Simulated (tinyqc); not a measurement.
From one set of inputs to another, one input at a time: solubility, supersaturation, precipitation and gettering of an impurity in a silicon-like host. Computed by tinyqc, a small Python program. Command: `OMP_NUM_THREADS=1 python tinyqc.py 3030938 3030939 out.jsonl ripen ladder`. One thread of a shared host (Intel(R) Xeon(R) Processor @ 2.30GHz), about 0.01 s of CPU time with the checks.

The wafer was saturated at T1 and is then held at T.

The inputs printed are set A. Set A is modelled on chromium in silicon; the values taken over come from a set modelled on oxygen in silicon. Inputs not listed in the table keep their values of set A, so the rows need not describe a real material.

Inputs (values chosen for the exercise, modelled on chromium in silicon):

| quantity | value | unit |
|---|---|---|
| site density N0 | 5e+22 | 1/cm^3 |
| enthalpy of solution H | 2.86 | eV |
| entropy of solution S | 5 | k_B |
| diffusion prefactor D0 | 0.00081 | cm^2/s |
| migration energy Q | 0.827 | eV |
| temperature of saturation T1 | 1425 | K |
| anneal temperature T | 818 | K |
| sink density n | 3e+07 | 1/cm^3 |
| initial sink radius r0 | 65 | nm |
| impurity density in the precipitate C_p | 6e+22 | 1/cm^3 |
| interface energy gamma | 0.49 | J/m^2 |
| anneal time t | 150000 | s |

Constants: k_B = 8.617333262e-05 eV/K; k_B = 1.380649e-23 J/K.

Method. C_eq(T) = N0 exp(S/k_B - H/(k_B T)); D(T) = D0 exp(-Q/(k_B T)); C0 = C_eq(T1). Supersaturation s = C0/C_eq(T); critical radius r* = 2 gamma/(C_p k_B T ln s); barrier W* = (4 pi/3) gamma r*^2. Strain energy is left out. tau0 = 1/(4 pi n r0 D); C_fixed(t) = C_eq + (C0 - C_eq) exp(-t/tau0). If all excess precipitates, the final radius is r_f = [r0^3 + 3 (C0 - C_eq)/(4 pi n C_p)]^(1/3), with tau_f = 1/(4 pi n r_f D).

Each row keeps all changes above it:

| input moved | from | to | supersaturation s | final radius r_f (nm) | critical radius r* (nm) |
|---|---|---|---|---|---|
| set A | - | - | 3.2049e+07 | 70.5 | 0.08368 |
| anneal temperature T (K) | 818 | 1172 | 1.5258e+02 | 70.5 | 0.20077 |
| anneal time t (s) | 150000 | 210000 | 1.5258e+02 | 70.5 | 0.20077 |
| migration energy Q (eV) | 0.827 | 2.52 | 1.5258e+02 | 70.5 | 0.20077 |
| impurity density in the precipitate C_p (1/cm^3) | 6e+22 | 6.4e+22 | 1.5258e+02 | 70.1 | 0.18822 |
| initial sink radius r0 (nm) | 65 | 3.9 | 1.5258e+02 | 41.3 | 0.18822 |
| enthalpy of solution H (eV) | 2.86 | 1.53 | 1.4727e+01 | 1494.4 | 0.35183 |
| sink density n (1/cm^3) | 30000000 | 2.4e+10 | 1.4727e+01 | 161.0 | 0.35183 |

Where does the difference come from?

Supersaturation s goes from 3.20e7 to 14.7, a factor 4.59e-7 in all. The largest single move comes from anneal temperature T (a factor 4.76e-6). Final radius r_f goes from 70.5 to 161, a factor 2.28 in all. The largest single move comes from enthalpy of solution H (a factor 36.2), and sink density n works against it (a factor 0.108). Critical radius r* goes from 0.0837 to 0.352, a factor 4.20 in all. The largest single move comes from anneal temperature T (a factor 2.40). The single moves hold for this order of the switches; the total does not depend on the order.

Caution (all rows): the barrier to homogeneous nucleation is below 35 k_B T for these inputs, so new precipitates would form and outnumber the fixed sinks assumed here. Caution (all rows): a critical radius of atomic size is outside the capillary model.

Extremes, crossings and ranges named in words are read from the listed rows.
